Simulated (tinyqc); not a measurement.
# On-chip interconnect, size-dependent resistivity and RC delay: two studies

A rectangular line between two neighbours and two ground planes. Surface and grain-boundary scattering are added to the bulk resistivity as corrections; capacitances are parallel-plate values without fringing; inductance is ignored.

Inputs (values chosen for the exercise); metal values close to those of copper:
```
symbol,value,unit,meaning
rho0,1.67,uohm cm,bulk resistivity
lam,38.9,nm,bulk mean free path
ps,0.2,,specular share of surface scattering
Rg,0.25,,reflection coefficient of grain boundaries
gr,1,,grain size over the metal width
wd,20,nm,drawn line width
AR,2.4,,"aspect ratio, height over width"
tl,1.4,nm,"liner on both walls and the bottom, not conducting"
sp,40,nm,space to the neighbouring lines
hd,29,nm,dielectric height to the planes above and below
ek,2.7,,relative permittivity of the dielectric
Mf,1,,Miller factor of the neighbours
Lw,16,um,line length
Cl,0.99,fF,load capacitance
rho2,7.98,uohm cm,bulk resistivity of the second metal (close to ruthenium)
lam2,6.61,nm,mean free path of the second metal
tl2,0.4,nm,liner of the second metal
```

Constants: eps0 = 8.8541878128e-12 F/m. Results are converted to the units shown.

Each table varies one quantity; the others keep the values above.

## Delay against the driver resistance

Metal width x = wd - 2 tl, height y = AR wd - tl; grain boundaries (Mayadas-Shatzkes): al = (lam/(gr x)) Rg/(1 - Rg), g = 1/[1 - 3 al/2 + 3 al^2 - 3 al^3 ln(1 + 1/al)] - 1; surfaces (Fuchs-Sondheimer, thick limit): s = (3/8) lam (1 - ps)(1/x + 1/y); rho = rho0 (1 + g + s); r = rho/(x y); c = eps0 ek (2 wd/hd + 2 Mf AR wd/sp). Elmore delay tE = Rd (c Lw + Cl) + r Lw (c Lw/2 + Cl); t50 is the time at which the far end of a ladder of 30 pi sections (half capacitances at both ends, Cl at the far end, a step applied through Rd) reaches half the step; line share r Lw/(Rd + r Lw); estimate 0.69 Rd (c Lw + Cl) + 0.38 r c Lw^2 + 0.69 r Lw Cl.

The same in every row: rho (uohm cm) = 4.967; r (ohm/um) = 61.97; c (fF/um) = 0.09035.

Results:

| Rd (ohm) | tE (ps) | t50 (ps) | estimate (ps) | line share of the resistance (%) |
|---|---|---|---|---|
| 50 | 1.820 | 1.336 | 1.306 | 95.20 |
| 100 | 1.942 | 1.426 | 1.390 | 90.84 |
| 400 | 2.673 | 1.953 | 1.894 | 71.26 |
| 1000 | 4.134 | 2.982 | 2.903 | 49.79 |
| 3000 | 9.005 | 6.369 | 6.264 | 24.84 |
| 20000 | 50.41 | 35.07 | 34.83 | 4.724 |
| 50000 | 123.5 | 85.72 | 85.25 | 1.945 |

Estimate the missing row, Rd = 7000 ohm.

Computed row:

| Rd (ohm) | tE (ps) | t50 (ps) | estimate (ps) | line share of the resistance (%) |
|---|---|---|---|---|
| 7000 | 18.75 | 13.13 | 12.99 | 12.41 |

With this row back in the table: As Rd goes from 50 to 50000, r stays at 62.0 ohm/um, c stays at 0.0903 fF/um and t50 rises from 1.34 to 85.7 ps. t50/tE lies between 0.694 and 0.734, and the estimate is within 3.0 % of t50.

## Two metals against line width

Metal width x = wd - 2 tl, height y = AR wd - tl; grain boundaries (Mayadas-Shatzkes): al = (lam/(gr x)) Rg/(1 - Rg), g = 1/[1 - 3 al/2 + 3 al^2 - 3 al^3 ln(1 + 1/al)] - 1; surfaces (Fuchs-Sondheimer, thick limit): s = (3/8) lam (1 - ps)(1/x + 1/y); rho = rho0 (1 + g + s); r = rho/(x y). The second metal has rho2, lam2 and tl2 in place of rho0, lam and tl; ps, Rg, gr and AR are shared.

Results:

| wd (nm) | rho, first (uohm cm) | rho, second (uohm cm) | r, first (ohm/um) | r, second (ohm/um) | ratio second/first |
|---|---|---|---|---|---|
| 5 | 25.59 | 18.97 | 1.097e4 | 3894 | 0.3548 |
| 6.5 | 16.21 | 16.15 | 3085 | 1864 | 0.6041 |
| 8 | 12.16 | 14.49 | 1313 | 1070 | 0.8148 |
| 10 | 9.336 | 13.10 | 573.7 | 603.4 | 1.052 |
| 13 | 7.145 | 11.86 | 235.1 | 315.7 | 1.343 |
| 22 | 4.633 | 10.24 | 46.94 | 92.14 | 1.963 |
| 30 | 3.779 | 9.625 | 19.68 | 46.04 | 2.339 |
| 45 | 3.043 | 9.071 | 6.764 | 19.07 | 2.820 |
| 70 | 2.540 | 8.680 | 2.269 | 7.484 | 3.299 |
| 120 | 2.173 | 8.387 | 0.6469 | 2.447 | 3.782 |

Estimate the missing row, wd = 17 nm.

Computed row:

| wd (nm) | rho, first (uohm cm) | rho, second (uohm cm) | r, first (ohm/um) | r, second (ohm/um) | ratio second/first |
|---|---|---|---|---|---|
| 17 | 5.642 | 10.92 | 100.9 | 166.9 | 1.654 |

With this row back in the table: The resistivity of the first metal falls from 25.6 to 2.17 uohm cm and that of the second goes from 19.0 to 8.39 uohm cm as the line widens. The products rho0 lam, which set the size effect, are 65.0 and 52.7 uohm cm nm. The two resistances cross at wd = 9.53 nm: below it the second metal gives the lower line resistance. For widths well under the mean free path the thick-limit surface term is only a guide.

Range of the model: The metal width is under the mean free path, where the thick-limit surface term and the simple sum of corrections lose accuracy.

Program tinyqc, `OMP_NUM_THREADS=1 python tinyqc.py 2100144 2100145 out.jsonl`; Intel Xeon 2.30GHz, shared host, one thread, about 0.01 s.
